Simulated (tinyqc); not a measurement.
Gate voltage from the surface potential.

Question. At the source end, Vgs + Vsb - Vfb - psi = gamma sqrt(G), G = psi - Vt + Vt exp((psi - 2 phiF - Vsb)/Vt), and the voltage over the insulator is gamma sqrt(G). Find that voltage and Vgs.

Values chosen for this exercise: temperature T = 300 K; flat-band voltage Vfb = -0.47 V; source-body reverse bias Vsb = 0 V.

Constants: q = 1.602176634e-19 C, kB = 1.380649e-23 J/K, Vt = kB T/q. Results are converted to the units shown.

psi = 0.89900537 V
phiF = 0.38097866 V
gamma = 0.15478423 V^0.5

Answer. In this direction the relation is explicit: no iteration is needed.

voltage over the insulator = 0.3810 V
Vgs = 0.8100 V

tinyqc, about 0.05 s, one thread, Intel Xeon 2.30GHz (shared host): `OMP_NUM_THREADS=1 python tinyqc.py 2360025 2360026 out.jsonl`
